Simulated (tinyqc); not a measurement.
The size of the error: propagation of a band-gap error through k.p and effective-mass formulas.

Chain, for a gap E (the reference Eg or another value), with Ep and Dso kept: 1/me = 1 + Ep (E + 2 Dso/3)/(E (E + Dso)); g* = 2 - 2 Ep Dso/(3 E (E + Dso)); g1(E) = g1 + (Ep/3)(1/E - 1/Eg), g2(E) = g2 + (Ep/6)(1/E - 1/Eg), light hole 1/(g1 + 2 g2), heavy hole 1/(g1 - 2 g2) along [100]; optical constant ei(E) = 1 + (ei - 1)(EP/(EP + E - Eg))^2, static e0(E) = ei(E) + e0 - ei.

Donor: R = Ry me/e0^2, a_B = a0 e0/me, Mott density (0.26/a_B)^3. Nc, Nv = 2 (m kT/(4 pi c))^(3/2), c = hbar^2/2m0, ni = sqrt(Nc Nv) exp(-E/2kT). Exciton: Ry mu/e0^2 with 1/mu = 1/me + g1(E). 1 angstrom^-3 = 1e24 cm^-3.

Constants: Ry = 13.60569312 eV; a0 (Bohr radius) = 0.5291772105 angstrom; kB = 8.617333262e-05 eV/K; hbar^2/2m0 = 3.80998211 eV angstrom^2.

Inputs chosen for the exercise (reference values near those of InAs, gap at low temperature; not measured data):

| symbol | value | unit | meaning |
|---|---|---|---|
| Eg | 0.418 | eV | gap at Gamma to the s-like level |
| Dso | 0.391 | eV | spin-orbit splitting |
| Ep | 21.8 | eV | Kane energy |
| g1 | 20.08 |  | Luttinger gamma1 |
| g2 | 8.54 |  | gamma2 |
| e0 | 15.19 |  | static dielectric constant |
| ei | 12.2 |  | optical dielectric constant |
| EP | 4.61 | eV | mean (Penn) gap |
| mh | 0.48 | m0 | density-of-states mass of the holes |
| T | 400 | K | temperature |

E = f Eg; ratios against f = 1.

Results:

| f | E (eV) | me ratio | light-hole ratio | e0 ratio | donor ratio | Mott ratio | g* | log10 ni ratio |
|---|---|---|---|---|---|---|---|---|
| 0.25 | 0.104 | 0.289 | 0.263 | 1.112 | 0.234 | 0.0176 | -107.744 | 1.57 |
| 0.40 | 0.167 | 0.443 | 0.416 | 1.087 | 0.375 | 0.0678 | -58.886 | 1.32 |
| 0.60 | 0.251 | 0.637 | 0.616 | 1.057 | 0.571 | 0.219 | -33.303 | 0.91 |
| 0.80 | 0.334 | 0.821 | 0.810 | 1.027 | 0.778 | 0.511 | -21.426 | 0.46 |
| 1.00 | 0.418 | 1.000 | 1.000 | 1.000 | 1.000 | 1.00 | -14.804 | 0.00 |
| 1.20 | 0.502 | 1.174 | 1.185 | 0.974 | 1.238 | 1.75 | -10.692 | -0.47 |
| 1.50 | 0.627 | 1.429 | 1.453 | 0.937 | 1.626 | 3.54 | -6.903 | -1.20 |
| 2.00 | 0.836 | 1.841 | 1.879 | 0.883 | 2.364 | 9.08 | -3.540 | -2.43 |

Between f = 0.8 and 1.2 the mean powers d ln(ratio)/d ln f are 0.88 for me, 0.94 for the light hole, -0.13 for e0, 1.14 for the donor energy and 3.04 for the Mott density; ni moves by -0.56 decades per 0.1 eV, against -0.1 eV/(2 kT ln 10) = -0.63 from the exponential alone, the rest coming from Nc through me^(3/4). Rows with E below about 8 kT bring ni near Nc, beyond Boltzmann statistics. g* keeps its sign, from -107.74 to -3.54.

tinyqc: `OMP_NUM_THREADS=1 python tinyqc.py 1850031 1850032 out.jsonl`; about 0.01 s, one thread, shared Intel(R) Xeon(R) Processor @ 2.30GHz.
